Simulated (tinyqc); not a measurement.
Composition and strain of an epitaxial Si(1-x)Ge(x) layer from Raman and X-ray peaks: one step, computed by the program tinyqc. Command: `OMP_NUM_THREADS=1 python tinyqc.py 3018556 3018557 out.jsonl epiraman walk`. One thread of a shared host (Intel(R) Xeon(R) Processor @ 2.30GHz), about 0.01 s of CPU time with the checks.

A (001) layer, biaxially strained in the plane. The Raman peaks follow empirical lines omega = w0 + c1 x + c3 x^3 + b eps (c3 for Si-Ge alone), with eps the in-plane strain.

Task: Lattice constants and strain. Relaxed lattice constant a(x) = a_Si + (a_Ge - a_Si) x - B x (1 - x). In-plane constant a_par = a_sub + R (a(x) - a_sub); eps = a_par/a(x) - 1; eps_perp = -(2 C12/C11) eps with 2 C12/C11 linear in x; a_perp = a(x) (1 + eps_perp).

Inputs (values chosen for the exercise, modelled on silicon-germanium):
```
quantity                value      unit
Ge fraction x            0.57         -
degree of relaxation R      0         -
lattice constant of Si  5.431  angstrom
lattice constant of Ge  5.658  angstrom
bowing B                0.028  angstrom
2 C12/C11 of Si         0.764         -
2 C12/C11 of Ge         0.759         -
```

Substrate: silicon.

Give: relaxed constant a(x); substrate constant a_sub; a_par; in-plane strain eps; strain along the normal; a_perp.

Result:

relaxed constant a(x) = 5.554 angstrom

substrate constant a_sub = 5.431 angstrom

a_par = 5.431 angstrom

in-plane strain eps = -22.06 per mille

strain along the normal = 16.79 per mille

a_perp = 5.647 angstrom

The layer is under compression in the plane and is stretched along the normal. Caution: strains above 2 % survive only in layers a few nanometres thick, and the linear relations lose accuracy.
